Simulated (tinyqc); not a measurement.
Power iteration on a symmetric matrix, step by step. One step of it, computed by the program tinyqc.

Question. Step 2. w = (A - shift) v; v' = w/|w| with its largest component positive (the first on a tie); lambda = v'^T A v'.

A:
$$\begin{pmatrix}
0.269000 & 0.092000 & 0.128000 \\
0.092000 & 2.678000 & -0.031000 \\
0.128000 & -0.031000 & 3.366000
\end{pmatrix}$$

vector after step 1: [0.020569, 0.606393, 0.794899]

shift = 0.410000

Give: vector after step 2; Rayleigh quotient after step 2.

Answer.

vector after step 2: [0.057, 0.501, 0.864]

Rayleigh quotient after step 2 = 3.175
